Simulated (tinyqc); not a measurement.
Temperatures in a stack of 3 dies with leakage feedback: one step of the calculation.

One-dimensional heat flow to a sink below die 0. The power of each die is released in a plane at its top; from the plane of die j > 0 heat crosses its silicon (ts), a bond layer and the wiring of die j - 1; from die 0 it crosses t0, paste and sink. Copper shares the path through bond and wiring in parallel: k_eff = fm km + (1 - fm) k. Silicon is taken at the temperature of the plane above it. Leakage is P_l exp((T - 350 K)/Tl).

Task. Resistances per area at 300 K. R = thickness/conductivity for each layer.

Parameters, values chosen for the exercise; conductivities of the order met in silicon, wiring layers, bonds and pastes: conductivity of silicon at 300 K k0 = 139 W/(m K); thickness of a thinned die ts = 30 um; thickness of the die next to the sink t0 = 500 um; thickness of the wiring layers tb = 11 um; conductivity of the wiring layers kb = 1.6 W/(m K); thickness of a bond layer tg = 2 um; conductivity of the bond dielectric kg = 0.4 W/(m K); area share of copper through bond and wiring fm = 0.2; conductivity of copper km = 390 W/(m K); paste and lid Rt = 0.25 K cm^2/W; heat sink Rs = 1.19 K cm^2/W.

Wanted: thick die; thinned die; k_eff of the bond; k_eff of the wiring; bond plus wiring; paste plus sink.

Result.

thick die = 0.035971 K cm^2/W
thinned die = 0.0021583 K cm^2/W
k_eff of the bond = 78.320 W/(m K)
k_eff of the wiring = 79.280 W/(m K)
bond plus wiring = 0.0016429 K cm^2/W
paste plus sink = 1.4400 K cm^2/W

tinyqc, about 0.05 s, one thread, Intel Xeon 2.30GHz (shared host): `OMP_NUM_THREADS=1 python tinyqc.py 2162202 2162203 out.jsonl`
